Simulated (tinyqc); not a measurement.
Inside a calculation. Method: Pariser-Parr-Pople SCF with singles CI, for the molecule C=C1C=CC=NC=C1 (SMILES; centres numbered as the heavy atoms are written). One step of it, computed by the program tinyqc.

Question. Iteration 2: Fock matrix. F_rr = H_rr + P_rr gamma_rr / 2 + sum_(s != r) P_ss gamma_rs; F_rs = H_rs - P_rs gamma_rs / 2; E = tr P (H + F) / 2 + core repulsion sum_(r<s) z_r z_s gamma_rs.

P after iteration 1, lower triangle:
```
           1C         2C         3C         4C         5C         6N        7C        8C
1C   0.863368
2C   0.704259   1.144387
3C   0.074390   0.466122   0.853754
4C  -0.304842  -0.094947   0.770707   1.053342
5C   0.006792  -0.130557   0.232233   0.510772   0.708750
6N   0.233636   0.013321  -0.256331  -0.095472   0.700015   1.366128
7C  -0.238747   0.009615  -0.132809  -0.030988   0.072111   0.419912  0.857502
8C  -0.193939   0.336022   0.112710   0.009392  -0.253307  -0.116741  0.835791  1.152769
```

core matrix H (eV), lower triangle:
```
            1C          2C          3C          4C          5C          6N          7C          8C
1C  -35.085908
2C   -2.330000  -41.276538
3C    0.000000   -2.330000  -39.862638
4C    0.000000    0.000000   -2.330000  -38.819946
5C    0.000000    0.000000    0.000000   -2.330000  -38.493390
6N    0.000000    0.000000    0.000000    0.000000   -2.450000  -41.818367
7C    0.000000    0.000000    0.000000    0.000000    0.000000   -2.450000  -38.886362
8C    0.000000   -2.330000    0.000000    0.000000    0.000000    0.000000   -2.330000  -39.879716
```

repulsion gamma_rs (eV), lower triangle:
```
           1C         2C         3C         4C         5C         6N         7C         8C
1C  11.130000
2C   5.345539  11.130000
3C   3.929087   5.345691  11.130000
4C   2.871015   3.772432   5.345136  11.130000
5C   2.476173   3.243428   3.773541   5.346273  11.130000
6N   2.503991   3.291324   3.291836   3.838130   5.476893  12.300000
7C   2.871015   3.772432   3.243627   3.243332   3.773156   5.477663  11.130000
8C   3.929087   5.345691   3.773721   3.243627   3.243926   3.838529   5.345136  11.130000
```

Centres (angstrom, eV; a flat drawing with bonds scaled to 1.40 angstrom):
```
centre          x          y  core charge z          W   gamma_rr
1C       2.637000   0.000000              1  11.160000  11.130000
2C       1.237000   0.000000              1  11.160000  11.130000
3C       0.629000   1.261000              1  11.160000  11.130000
4C      -0.736000   1.573000              1  11.160000  11.130000
5C      -1.830000   0.700000              1  11.160000  11.130000
6N      -1.830000  -0.700000              1  14.100000  12.300000
7C      -0.736000  -1.573000              1  11.160000  11.130000
8C       0.629000  -1.261000              1  11.160000  11.130000
```

Give: F; pi energy.

Answer.

F (eV), lower triangle:
```
         1C       2C       3C       4C       5C       6N       7C       8C
1C  -5.6183
2C  -4.2123  -5.5629
3C  -0.1461  -3.5759  -5.6682
4C   0.4376   0.1791  -4.3898  -6.0459
5C  -0.0084   0.2117  -0.4382  -3.6954  -5.3894
6N  -0.2925  -0.0219   0.4219   0.1832  -4.3670  -7.6312
7C   0.3427  -0.0181   0.2154   0.0503  -0.1360  -3.6001  -4.8138
8C   0.3810  -3.2281  -0.2127  -0.0152   0.4109   0.2241  -4.5637  -5.1898
```

pi energy = -101.9227 eV
